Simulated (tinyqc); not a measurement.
Worked calculation: RKS/exchange-only LDA in the 6-31g basis, for H2, spin multiplicity 1. One step of it, computed by the program tinyqc.

Problem. Iteration 2: DIIS coefficients. Solve [B -1; -1 0][c; lambda] = [0; -1] for the coefficients, which sum to one.

B (overlaps of the stored error matrices):
```
                1               2
1   4.0847183e-02  -5.2347488e-03
2  -5.2347488e-03   6.7085643e-04
```

Give: DIIS coefficients.

Solution.

DIIS coefficients: 0.1136  0.8864
